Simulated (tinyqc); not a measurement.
# From one set of inputs to another, one input at a time

Model: interdiffusion in a binary couple: Darken equations, Kirkendall shift and Boltzmann-Matano analysis. Computed by tinyqc, a small Python program. Command: `OMP_NUM_THREADS=1 python tinyqc.py 3029511 3029512 out.jsonl darken ladder`. One thread of a shared host (Intel(R) Xeon(R) Processor @ 2.30GHz), about 0.1 s of CPU time with the checks.

x is the mole fraction of B; the molar volume is constant, and the two halves are long enough to count as infinite.

The inputs printed are set A. Inputs not listed in the table keep their values of set A, so the rows need not describe a real material.

Inputs (values chosen for the exercise, for a model alloy A-B):
```
quantity                            value   unit
tracer diffusivity D*_A(0)        8.7e-15  m^2/s
tracer diffusivity D*_B(0)        1.5e-15  m^2/s
slope k of ln D* with x             -0.48      -
regular-solution parameter W       -0.065     eV
temperature T                        1120      K
left composition x_L                 0.35      -
right composition x_R                0.78      -
time t                             330000      s
composition x for the local step     0.52      -
```

Vacancy-wind correction: Manning, fcc.

Constants: k_B = 8.617333262e-05 eV/K.

Method:
- D*_i(x) = D*_i(0) exp(k x); thermodynamic factor Phi = 1 - 2 W x (1 - x)/(k_B T); with f0 = 0.7815, M0 = 2 f0/(1 - f0), den = M0 ((1 - x) D*_A + x D*_B): D_A = D*_A Phi [1 + 2 (1 - x)(D*_A - D*_B)/den], D_B = D*_B Phi [1 - 2 x (D*_A - D*_B)/den]; interdiffusion D~ = x D_A + (1 - x) D_B.
- With lambda = z/sqrt(t), the profile solves d/dlambda (D~ dx/dlambda) + (lambda/2) dx/dlambda = 0 with x = x_L and x_R far to the left and right; z = 0 is the original interface. It is solved as a boundary-value problem in y = lambda/sqrt(D~ at the mean composition) on -12 < y < 12 (collocation, tolerance 1e-8).
- Read from the profile: the position z(x), the area -int_(x_L)^x z dx and the slope.
- Lattice planes move with v = (D_B - D_A) dx/dz; markers from the original interface stay at one composition, where z_K = 2 t v.

Each row keeps all changes above it; columns: (1) input moved; (2) from; (3) to; (4) interdiffusion coefficient D~ at the local x (m^2/s); (5) slope dx/dz at the local x (1/um); (6) composition at the markers:
```
(1)                                     (2)      (3)         (4)        (5)      (6)
set A                                     -        -  6.2192e-15  0.0025806  0.52759
slope k of ln D* with x               -0.48     -1.4  3.8545e-15  0.0032473  0.52043
regular-solution parameter W (eV)    -0.065  -0.0074  2.9951e-15  0.0037002  0.52097
tracer diffusivity D*_B(0) (m^2/s)  1.5e-15  8.6e-13  2.6540e-13  0.0003846  0.60474
time t (s)                           330000    40000  2.6540e-13  0.0011048  0.60474
tracer diffusivity D*_A(0) (m^2/s)  8.7e-15  1.8e-13  2.8421e-13  0.0010739  0.59014
```

Interdiffusion coefficient D~ at the local x goes from 6.22e-15 to 2.84e-13, a factor 45.7 in all. The largest single move comes from tracer diffusivity D*_B(0) (a factor 88.6), and slope k of ln D* with x works against it (a factor 0.620). Slope dx/dz at the local x goes from 0.00258 to 0.00107, a factor 0.416 in all. The largest single move comes from tracer diffusivity D*_B(0) (a factor 0.104), and time t works against it (a factor 2.87). Composition at the markers goes from 0.528 to 0.590, a factor 1.12 in all. The largest single move comes from tracer diffusivity D*_B(0) (a factor 1.16), and tracer diffusivity D*_A(0) works against it (a factor 0.9759). The single moves hold for this order of the switches; the total does not depend on the order.

Extremes, crossings and ranges named in words are read from the listed rows.
